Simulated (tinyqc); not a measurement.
# Threshold-voltage variability of a planar MOSFET, analytic estimates: effects of single changes

Three independent sources add in quadrature: random dopants in the depleted layer, metal-gate grains of two orientations, and roughness of the two gate edges acting through the roll-off VT = VT(long) - Vr exp(-L/l). These are first-order estimates: no three-dimensional electrostatics, no percolation.

Inputs (values chosen for the exercise); material values close to those of silicon:
```
symbol    value   unit                                                 meaning
T           273      K                                             temperature
Eg         1.13     eV                                                band gap
eps_r      11.9                     relative permittivity of the semiconductor
Nc      2.41e19  cm^-3                  conduction-band density of states at T
Nv      2.26e19  cm^-3                     valence-band density of states at T
Na       9.4e17  cm^-3                                          channel doping
ti          2.4     nm                 oxide-equivalent thickness in inversion
L            65     nm                                             gate length
W            74     nm                                              gate width
G            15     nm                                        metal grain size
dW          0.2     eV  work-function difference of the two grain orientations
p           0.4               share of the orientation of higher work function
De          0.7     nm                          rms roughness of one gate edge
La           20     nm                     correlation length of the roughness
l            18     nm                  decay length of the threshold roll-off
Vr          2.4      V                               prefactor of the roll-off
```

Constants: q = 1.602176634e-19 C, kB = 1.380649e-23 J/K, Vt = kB T/q, eps0 = 8.8541878128e-14 F/cm where lengths are in cm. Results are converted to the units shown.

Each table varies one quantity; the others keep the values above.

## Effect of the oxide-equivalent thickness in inversion

ni = sqrt(Nc Nv) exp(-Eg/(2 Vt)), Eg in volts; Cox = 3.9 eps0/ti; Wd = sqrt(4 eps0 eps_r Vt ln(Na/ni)/(q Na)); dopants: s1 = (q/Cox) sqrt(Na Wd/(3 L W)). Grains: Ng = L W/G^2 (at least 1), s2 = dW sqrt(p (1 - p)/Ng). Edges, with exponential correlation and u = W/La: the mean gate length has sL^2 = 2 De^2 (2/u)[1 - (1 - exp(-u))/u]; s3 = sL (Vr/l) exp(-L/l). s = sqrt(s1^2 + s2^2 + s3^2). l and Vr are held fixed.

The same in every row: s2 (mV) = 21.19; s3 (mV) = 2.250.

Effect of the oxide-equivalent thickness in inversion:
```
ti (nm)  s1 (mV)  s (mV)  s sqrt(L W) (mV um)
0.8        5.763   22.08                1.531
1.2        8.645   23.00                1.595
1.6        11.53   24.23                1.680
2          14.41   25.72                1.784
2.4        17.29   27.44                1.903
2.8        20.17   29.34                2.035
3.2        23.05   31.39                2.177
```

Read the table: what changes, and by how much?

As ti goes from 0.8 to 3.2 nm, s rises from 22.1 to 31.4 mV. The largest source is the grains in the first row and the dopants in the last. s1 goes on average as ti^(1.00).

## Scaling length and width together

Same model as above.

l and Vr are held fixed. W = 1.138461538 L in every row; l is held fixed.

Results:
```
L (nm)  s1 (mV)  s2 (mV)   s3 (mV)  s (mV)  s sqrt(L W) (mV um)
42       26.758   32.796    9.2182  43.319               1.9413
52       21.612   26.489    4.9767  34.547               1.9168
63       17.839   21.864    2.5413  28.332               1.9045
95       11.830   14.499   0.37006  18.717               1.8972
120      9.3654   11.479  0.083985  14.815               1.8968
140      8.0275   9.8387  0.025906  12.698               1.8968
```

Estimate the missing row, L = 78 nm.

Computed row:
```
L (nm)  s1 (mV)  s2 (mV)  s3 (mV)  s (mV)  s sqrt(L W) (mV um)
78       14.408   17.659   1.0251  22.814               1.8987
```

With this row back in the table: As L goes from 42 to 140 nm, s falls from 43.3 to 12.7 mV. The grains are the largest source in the first and the last row. The product s sqrt(L W) falls from 1.94 to 1.90 mV um: s1 and s2 go as 1/sqrt(L W), so the change comes from s3 alone.

Computed by the program tinyqc: `OMP_NUM_THREADS=1 python tinyqc.py 2090156 2090157 out.jsonl`, one thread of a shared Intel Xeon 2.30GHz, about 0.01 s for the whole run.
